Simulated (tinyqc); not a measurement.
Changing the misfit strain u_m: Landau-Devonshire theory of a uniaxial ferroelectric. Computed by tinyqc, a small Python program. Command: `OMP_NUM_THREADS=1 python tinyqc.py 3029633 3029634 out.jsonl ferro sweep`. One thread of a shared host (Intel(R) Xeon(R) Processor @ 2.30GHz), about 0.01 s of CPU time with the checks.

G(P) = (alpha/2) P^2 + (beta*/4) P^4 + (gamma/6) P^6 - E P per volume, SI units, one domain, P along the polar axis, which is normal to the film.

Inputs (values chosen for the exercise, for a model ferroelectric):
```
quantity,value,unit
alpha_0,1.22e+06,J m/(C^2 K)
Curie-Weiss temperature T0,810,K
beta,-5.89e+08,J m^5/C^4
gamma,1.55e+09,J m^9/C^6
temperature T,708,K
electrostriction Q12,-0.041,m^4/C^2
compliance s11 + s12,4.3e-12,m^2/N
```

Sample: epitaxial film.

Constants: eps_0 = 8.8541878128e-12 F/m.

Method:
- alpha = alpha_0 (T - T0*), with clamping: T0* = T0 + 4 Q12 u_m/(alpha_0 (s11 + s12)), beta* = beta + 4 Q12^2/(s11 + s12).
- Ps^2 = [-beta* + sqrt(beta*^2 - 4 alpha gamma)]/(2 gamma).
- chi = 1/(eps_0 G''), G'' = alpha + 3 beta* P^2 + 5 gamma P^4 at Ps. Ps, chi and the coercive field are for perfect screening, without a depolarising field. The intrinsic coercive field is |alpha P + beta* P^3 + gamma P^5| at the P_c where G'' = 0. 1 C/m^2 = 100 microcoulomb/cm^2.

One run for each value:
```
misfit strain u_m,T0* (K),spontaneous polarisation Ps (microcoulomb/cm^2),susceptibility chi,intrinsic coercive field (MV/m)
-0.024,1560.3,75.026,36.89,351.97
-0.020,1435.2,71.055,44.04,281.88
-0.016,1310.2,66.516,54.40,216.14
-0.012,1185.1,61.185,70.65,155.44
-0.008,1060.1,54.659,99.44,100.72
-0.004,935.0,46.090,162.77,53.49
0.000,810.0,32.990,395.45,16.60
```

Over the rows, T0* (K) falls from 1560 to 810; spontaneous polarisation Ps (microcoulomb/cm^2) falls from 75.0 to 33.0; susceptibility chi rises from 36.9 to 395. T0* moves linearly, by 313 K for each per cent of compression, since Q12 < 0. Under tension P would turn into the plane, which this one-component model cannot show. Left out: 0.00400 (T lies above T0*).

Caution (rows -0.0240, -0.0200, -0.0160): the strain shifts T0 by more than 500 K here, which is beyond the range where constant coefficients hold. Caution (rows -0.0240, -0.0200): far below T0* the expansion with linear alpha(T) is only a fit.
